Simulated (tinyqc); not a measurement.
Exchange-split free-electron bands and tunnelling magnetoresistance: sweeps and comparisons. A value that a table varies takes the place of the one given here.

Majority and minority bands E = c k^2/m -/+ Dx/2, c = hbar^2/2m0, so k_up = sqrt(m (EF + Dx/2)/c), k_dn = sqrt(m (EF - Dx/2)/c); n_s = k_s^3/(6 pi^2), D_s = m k_s/(4 pi^2 c).

Barrier: kappa = sqrt(mb phi/c), c = hbar^2/2m0. With a = k1/m, b = k2/m, w = kappa/mb, the transmission at normal incidence is T(k1, k2) = 4 a b w^2/[w^2 (a + b)^2 + (w^2 + a^2)(w^2 + b^2) sinh^2(kappa d)]. Parallel: G_P = T(up, up) + T(dn, dn); antiparallel: G_AP = 2 T(up, dn); TMR = (G_P - G_AP)/G_AP. Julliere: TMR = 2 P^2/(1 - P^2). Slonczewski factor: P_eff = P_k (w^2 - a_up a_dn)/(w^2 + a_up a_dn), P_k = (k_up - k_dn)/(k_up + k_dn).

Constants: hbar^2/2m0 = 3.80998211 eV angstrom^2.

Values chosen for the exercise:

| symbol | value | unit | meaning |
|---|---|---|---|
| EF | 3.11 | eV | Fermi energy above the mean band bottom |
| Dx | 2.53 | eV | exchange splitting |
| m | 1.08 | m0 | mass in the electrodes |
| mb | 0.93 | m0 | mass in the barrier |
| d | 11.4 | angstrom | barrier thickness |
| phi | 2.32 | eV | barrier height above EF |

## Barrier height

Results:

| phi (eV) | w (1/angstrom) | P_eff | TMR (%) | G_P |
|---|---|---|---|---|
| 0.20 | 0.238 | -0.1804 | 6.62 | 0.0153 |
| 0.40 | 0.336 | -0.1528 | 4.77 | 0.00319 |
| 0.70 | 0.444 | -0.1180 | 2.82 | 0.000445 |
| 1.0 | 0.531 | -0.0892 | 1.60 | 8.26e-05 |
| 1.5 | 0.651 | -0.0510 | 0.52 | 7.40e-06 |
| 2.0 | 0.751 | -0.0213 | 0.09 | 9.13e-07 |
| 3.0 | 0.920 | 0.0216 | 0.09 | 2.54e-08 |
| 4.0 | 1.062 | 0.0512 | 0.53 | 1.19e-09 |
| 6.0 | 1.301 | 0.0894 | 1.61 | 6.69e-12 |
| 10 | 1.680 | 0.1290 | 3.38 | 1.72e-15 |

How do the results move?

P_eff vanishes where w^2 = a_up a_dn, at phi = 2.45 eV, inside the table; the lowest TMR listed is 0.09 % at 2 eV. TMR is 6.6 % at the lowest barrier and 3.4 % at the highest, against 9.5 % for Julliere with P_k; P_eff tends to +P_k for very high barriers and to -P_k for very low ones. G_P falls by 13.0 decades.

## Barrier thickness

Results:

| d (angstrom) | kappa d | G_P | G_AP | TMR (%) |
|---|---|---|---|---|
| 1 | 0.753 | 1.17 | 1.14 | 2.76 |
| 2 | 1.505 | 0.345 | 0.342 | 0.82 |
| 3 | 2.258 | 0.0819 | 0.0817 | 0.20 |
| 4 | 3.010 | 0.0185 | 0.0185 | 0.05 |
| 6 | 4.515 | 0.000914 | 0.000914 | 0.01 |
| 8 | 6.020 | 4.50e-05 | 4.50e-05 | 0.01 |
| 10 | 7.525 | 2.22e-06 | 2.22e-06 | 0.01 |
| 13 | 9.783 | 2.43e-08 | 2.43e-08 | 0.01 |
| 16 | 12.040 | 2.66e-10 | 2.66e-10 | 0.01 |
| 20 | 15.051 | 6.46e-13 | 6.46e-13 | 0.01 |

How do the results move?

For thick barriers each angstrom costs a factor exp(2 kappa) = 4.50 in both conductances, and TMR settles at 0.01 % (the interface factor, which vanishes at (kappa/mb)^2 = k_up k_dn/m^2, reduces it below the value from the polarisation of k alone); it is within 0.1 point of that from d = 4 angstrom on. At 1 angstrom it is 2.76 %, where the barrier is thin and the mismatch of k_up and k_dn starts to rule, as it does fully for d -> 0.

## Exchange splitting

Dx takes the listed multiples of 2 EF.

Results:

| Dx/(2 EF) | k_up | k_dn | P_k | P_eff | TMR (%) |
|---|---|---|---|---|---|
| 0.10 | 0.9848 | 0.8907 | 0.0501 | -0.0035 | 0.00 |
| 0.20 | 1.0285 | 0.8398 | 0.1010 | -0.0062 | 0.01 |
| 0.35 | 1.0909 | 0.7570 | 0.1807 | -0.0071 | 0.01 |
| 0.50 | 1.1499 | 0.6639 | 0.2679 | 0.0000 | 0.00 |
| 0.65 | 1.2061 | 0.5555 | 0.3693 | 0.0242 | 0.12 |
| 0.80 | 1.2597 | 0.4199 | 0.5000 | 0.0908 | 1.66 |
| 0.90 | 1.2942 | 0.2969 | 0.6268 | 0.2072 | 8.97 |
| 0.97 | 1.3178 | 0.1626 | 0.7803 | 0.4383 | 47.56 |

What does this show?

P_k rises from 0.050 to 0.780, and TMR goes from 0.00 % to 47.6 %, not steadily: its largest value is 47.56 % at 0.97 and its smallest 0.00 % at 0.5; P_eff changes sign along the table. At Dx = 2 EF the minority band is empty (a half metal) and G_AP vanishes.

## What moves the magnetoresistance

All results formed anew. Each row changes one parameter from the base and keeps the others.

Results:

| case | P_k | P_eff | TMR (%) | G_P |
|---|---|---|---|---|
| base | 0.2126 | -0.0056 | 0.01 | 2.70e-07 |
| Dx = 2.656 eV | 0.2242 | -0.0048 | 0.00 | 2.69e-07 |
| EF = 3.421 eV | 0.1917 | -0.0158 | 0.05 | 2.71e-07 |
| phi = 3.016 eV | 0.2126 | 0.0222 | 0.10 | 2.41e-08 |
| mb = 0.744 m0 | 0.2126 | 0.0180 | 0.07 | 1.64e-06 |
| d = 13.4 angstrom | 0.2126 | -0.0056 | 0.01 | 1.33e-08 |
| m = 1.296 m0 | 0.2126 | 0.0137 | 0.04 | 2.69e-07 |

What can be read from the table?

The largest shifts from the base row, up to three for each result and ties (the steps differ in size, so this ranks the rows, not the parameters). P_k: EF -0.0209, Dx +0.0117; unchanged at the printed digits by phi, mb, d and m. P_eff: phi +0.0278, mb +0.0237, m +0.0194; unchanged at the printed digits by d. TMR (%): phi +0.09, mb +0.06, EF +0.04; unchanged at the printed digits by d. G_P: mb +1.37e-06, d -2.57e-07, phi -2.46e-07.

Computed by tinyqc, a small Python program: `OMP_NUM_THREADS=1 python tinyqc.py 1651581 1651582 out.jsonl` (the numbers bound the seed that draws the inputs); one thread of a shared host (Intel(R) Xeon(R) Processor @ 2.30GHz), about 0.01 s for the whole set of steps.
